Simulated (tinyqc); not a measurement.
# Sharing a fixed EOT between the layers

Without charge in the stack, a voltage of 0.8 V over an EOT of 2.7 nm gives F1 = (V/EOT)(3.9/e1) and F2 = F1 e1/e2; t2 = e2 (EOT/3.9 - t1/e1).

Parameters, values chosen for the exercise: relative permittivity of layer 1 e1 = 7.5; relative permittivity of layer 2 e2 = 9.16.

Result of one run:
```
t1 (nm)  t2 (nm)  physical thickness (nm)  drop over layer 1 (V)  drop over layer 2 (V)
4.41      0.9555                    5.365                 0.6795                 0.1205
```

What becomes of these results when the thickness of layer 1, next to the semiconductor t1 is changed from 4.41 to 0.63 nm, all else the same?

Result of the changed run:
```
t1 (nm)  t2 (nm)  physical thickness (nm)  drop over layer 1 (V)  drop over layer 2 (V)
0.63       5.572                    6.202                0.09707                 0.7029
```

The whole series:
```
t1 (nm)  t2 (nm)  physical thickness (nm)  drop over layer 1 (V)  drop over layer 2 (V)
0          6.342                    6.342                      0                 0.8000
0.63       5.572                    6.202                0.09707                 0.7029
1.26       4.803                    6.063                 0.1941                 0.6059
1.89       4.033                    5.923                 0.2912                 0.5088
2.52       3.264                    5.784                 0.3883                 0.4117
3.15       2.494                    5.644                 0.4853                 0.3147
3.78       1.725                    5.505                 0.5824                 0.2176
4.41      0.9555                    5.365                 0.6795                 0.1205
```

Each 0.1 nm of layer 1 costs 0.122 nm of layer 2, so the physical thickness falls from 6.34 to 5.37 nm. The fields do not change, 1.54 MV/cm in layer 1 and 1.26 MV/cm in layer 2, and layer 1 takes half of the voltage at t1 = 2.60 nm.

Numbers from tinyqc (`OMP_NUM_THREADS=1 python tinyqc.py 2010144 2010145 out.jsonl`; about 0.01 s on one thread of a shared Intel Xeon 2.30GHz).
